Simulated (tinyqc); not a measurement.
Anneal temperature at a frozen profile: sheet resistance of a shallow doped layer with concentration-dependent mobility and limited activation. Computed by tinyqc, a small Python program. Command: `OMP_NUM_THREADS=1 python tinyqc.py 3006432 3006433 out.jsonl irvin sweep`. One thread of a shared host (Intel(R) Xeon(R) Processor @ 2.30GHz), about 0.02 s of CPU time with the checks.

A layer of one dopant lies in a background of the opposite type. Current flows parallel to the surface down to the junction; depletion is ignored.

Inputs (values chosen for the exercise, modelled on antimony in silicon):
```
quantity                          value        unit
surface concentration C_s       4.9e+19      1/cm^3
length l                            190          nm
background C_B                  2.1e+15      1/cm^3
mobility floor mu_min              60.6  cm^2/(V s)
mobility mu_max                    1420  cm^2/(V s)
reference density N_r          9.85e+16      1/cm^3
exponent alpha                    0.719           -
prefactor of the active limit     4e+21      1/cm^3
energy of the active limit        0.565          eV
```

Profile: Gaussian.

Constants: k_B = 8.617333262e-05 eV/K; e = 1.602176634e-19 C.

Method:
- C(x) = C_s exp(-x^2/(2 l^2)).
- Temperatures in kelvin are T(C) + 273.15.
- Active limit C_a = prefactor x exp(-energy/(k_B T)); the junction lies where C = C_B, and the profile exceeds C_a down to x_a (zero if C_s is below C_a). Slope at the junction in nm per decade = ln(10) C/|dC/dx|.
- Active density N = min(C, C_a); carriers n = N - C_B; mobility mu = mu_min + (mu_max - mu_min)/(1 + ((N + C_B)/N_r)^alpha).
- Integrals from 0 to x_j, where C = C_B (Gauss-Legendre, 60 points on each smooth piece; 1 nm = 1e-7 cm): dose int C dx, carriers int n dx, mean mobility int n mu dx/int n dx, R_s = 1/(e int n mu dx).

One run for each value:
```
anneal temperature T (C)  sheet resistance R_s (ohm/square)  carriers per dopant atom  active limit C_a (1/cm^3)
650                                                  211.17                   0.14457                 3.2926e+18
700                                                  177.82                   0.19742                 4.7427e+18
800                                                  130.77                   0.33182                 8.8855e+18
850                                                  114.07                   0.41181                 1.1663e+19
900                                                  100.61                   0.49848                 1.4957e+19
950                                                   89.75                   0.58980                 1.8796e+19
1000                                                  81.00                   0.68321                 2.3201e+19
1050                                                  73.99                   0.77546                 2.8185e+19
1100                                                  68.48                   0.86237                 3.3758e+19
1150                                                  64.36                   0.93808                 3.9924e+19
```

Over the rows, sheet resistance R_s (ohm/square) falls from 211 to 64.4; carriers per dopant atom rises from 0.145 to 0.938; active limit C_a (1/cm^3) rises from 3.29e18 to 3.99e19. A hotter anneal raises the active limit, which stays below C_s in every row.
